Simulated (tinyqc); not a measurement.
Vibrations of a mass or spring defect in a linear chain: one step, computed by the program tinyqc.

A ring of N atoms with nearest-neighbour springs k and motion along the chain. Atom 1 is the defect, of mass M', and its two springs are k'. Odd sites are A (the defect replaces an A atom), even sites B.

Task: Dynamical matrix of the ring. D_ii = (sum of the two springs at i)/M_i, D_ij = -k_ij/sqrt(M_i M_j) for neighbours, closed into a ring.

Inputs (values chosen for the exercise, for a model chain): spring constant k = 2.46 eV/angstrom^2; mass M_A = 74.8 u; mass M_B = 19.7 u; defect mass M' = 37.9 u; spring ratio k'/k at the defect = 1; atoms in the ring N = 6.

Host: diatomic.

Give: D.

Result:

D (eV/(angstrom^2 u)):
$$\begin{pmatrix}
0.12982 & -0.09003 & 0.00000 & 0.00000 & 0.00000 & -0.09003 \\
-0.09003 & 0.24975 & -0.06408 & 0.00000 & 0.00000 & 0.00000 \\
0.00000 & -0.06408 & 0.06578 & -0.06408 & 0.00000 & 0.00000 \\
0.00000 & 0.00000 & -0.06408 & 0.24975 & -0.06408 & 0.00000 \\
0.00000 & 0.00000 & 0.00000 & -0.06408 & 0.06578 & -0.06408 \\
-0.09003 & 0.00000 & 0.00000 & 0.00000 & -0.06408 & 0.24975
\end{pmatrix}$$
